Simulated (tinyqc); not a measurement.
Inside a calculation: Gamma, L and X subbands of a thin body with non-parabolic valleys. Values are carried at full precision from step to step, so a last printed digit may differ when a step is redone from the rounded ones.

Hard walls, flat band, c = hbar^2/2m0, energies from the bulk Gamma edge. For a valley at angle theta to the normal 1/m_z = cos^2/ml + sin^2/mt and m_d = sqrt(ml mt^2/m_z). Subband n starts at E_v + e with e (1 + a e) = c (n pi/t)^2/m_z, and its density-of-states mass is taken as m_d (1 + 2 a e), without further growth at higher in-plane energy. Groups are named by valley and degeneracy.

Constants: hbar^2/2m0 = 3.80998211 eV angstrom^2; kB = 8.617333262e-05 eV/K.

Values chosen for the exercise (near those of a thin GaSb channel; shifted at random, so the results belong to these values and not to a real crystal): face = 111 (surface); mG = 0.0386 m0 (Gamma mass); aG = 1.13 1/eV (Gamma non-parabolicity); EL = 0.043 eV (L edge above Gamma); mL = (1.3, 0.097) m0 (L valleys (four, along <111>): ml, mt); EX = 0.344 eV (X edge above Gamma); mX = (1.493, 0.218) m0 (X valleys (three, along <100>): ml, mt); aS = 0.6 1/eV (non-parabolicity of L and X); t = 32 angstrom (body thickness); Ns = 11 x 1e12/cm^2 (sheet density); T = 300 K (temperature); eot = 9 angstrom (equivalent oxide thickness).

## Valley groups

List degeneracy, edge, m_z, m_d and a.

Groups:
```
group  g  E_v (eV)     m_z     m_d  a (1/eV)
G1     1     0.000  0.0386  0.0386      1.13
L1     1     0.043  1.3000  0.0970      0.60
L3     3     0.043  0.1081  0.3364      0.60
X3     3     0.344  0.3048  0.4825      0.60
```

## Subband edges

n = 1 to 8 for each group; list the ten lowest.

Subbands:
```
subband  g  E (eV)  DOS mass
L1 n=1   1  0.0708    0.1002
L1 n=2   1  0.1492    0.1094
L1 n=3   1  0.2671    0.1231
L3 n=1   3  0.3324    0.4532
L1 n=4   1  0.4129    0.1401
X3 n=1   3  0.4569    0.5479
G1 n=1   1  0.5762    0.0889
L1 n=5   1  0.5777    0.1592
X3 n=2   3  0.7345    0.7086
L1 n=6   1  0.7554    0.1799
```

The lowest subband is L1 n=1, 78 meV below L1 n=2; in the bulk the lowest valley is Gamma.

## Filling and quantum capacitance

n_i = g m/(2 pi c) kB T ln(1 + exp((EF - E_i)/kB T)), sum n_i = Ns (1e12/cm^2 = 1e-4/angstrom^2), c = hbar^2/2m0. Quantum capacitance Cq = 1602.176634 sum g m/(2 pi c) f_i in microfarad/cm^2 with f_i = 1/(1 + exp((E_i - EF)/kB T)); Cox = 34.5313/eot (one gate); C/Cox = Cq/(Cq + Cox), the centroid term left out.

Over the ten listed subbands, named by valley (G, L, X), degeneracy and number.

EF = 0.2302 eV

n_i in the order of the list (1e12/cm^2): [6.679, 3.752, 0.286, 0.279, 0.001, 0.003, 0.000, 0.000, 0.000, 0.000]

Cq = 17.05 microfarad/cm^2
Cox = 3.837 microfarad/cm^2
C/Cox = 0.816

EF lies 159 meV above the lowest edge; Gamma holds 0 % of the electrons. The density of states is ample: only 18 % of the gate capacitance is lost.

## Checks

- Cq against the slope dNs/dEF by finite differences, microfarad/cm^2: both 17.05.

Run: tinyqc, `OMP_NUM_THREADS=1 python tinyqc.py 1282149 1282150 out.jsonl`; Intel(R) Xeon(R) Processor @ 2.30GHz, one thread, shared host; about 0.06 s of CPU time with all checks.
